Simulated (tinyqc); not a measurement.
Weak link from the transmission.

Inverse problem. An infinite chain has hopping -t with t = 3.94 eV and site energy 0; E = -2 t cos(k) with E = 5.45 eV. One bond has the hopping -y t with 0 < y < 1, so T(E) = 4 y^2 sin^2 k/[(1 - y^2)^2 + 4 y^2 sin^2 k]. Find y and the hopping y t.

T(E) = 0.38318213

Answer. With b = |sin k| sqrt(1/T(E) - 1), (1 - y^2)/(2 y) = b, whose root below 1 is sqrt(b^2 + 1) - b.

y = 0.4400
y t = 1.734 eV

Program tinyqc, `OMP_NUM_THREADS=1 python tinyqc.py 2660116 2660117 out.jsonl`; Intel Xeon 2.30GHz, shared host, one thread, about 0.03 s.
